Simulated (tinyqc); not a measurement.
# Insulator thickness and V0 from two charges

Inverse problem. In an undoped wire Vg - V0 = Q/Cox + Vt ln(Q/Q0) + Vt ln(1 + Q/Q0) at the source, with Q0 = 4 eps0 eps_r Vt/R and Cox = eps0 eox/(R ln(1 + tox/R)). Find Cox, tox and V0.

Values chosen for this exercise; material values close to those of silicon:

| symbol | value | unit | meaning |
|---|---|---|---|
| T | 300 | K | temperature |
| eps_r | 11.5 |  | relative permittivity of the semiconductor |
| eox | 3.86 |  | relative permittivity of the gate insulator |
| R | 10 | nm | wire radius |

Constants: q = 1.602176634e-19 C, kB = 1.380649e-23 J/K, Vt = kB T/q, eps0 = 8.8541878128e-14 F/cm where lengths are in cm. Results are converted to the units shown.

Qs at Vg = 0.73 and 1.13 V (nC/cm^2): [588.09747, 1571.7485]

Solution. The two equations are linear in 1/Cox and V0; tox follows by inverting the logarithm.

Cox = 2.80 uF/cm^2
tox = 1.30 nm
V0 = 0.427 V

Computed by the program tinyqc: `OMP_NUM_THREADS=1 python tinyqc.py 2460163 2460164 out.jsonl`, one thread of a shared Intel Xeon 2.30GHz, about 0.03 s for the whole run.
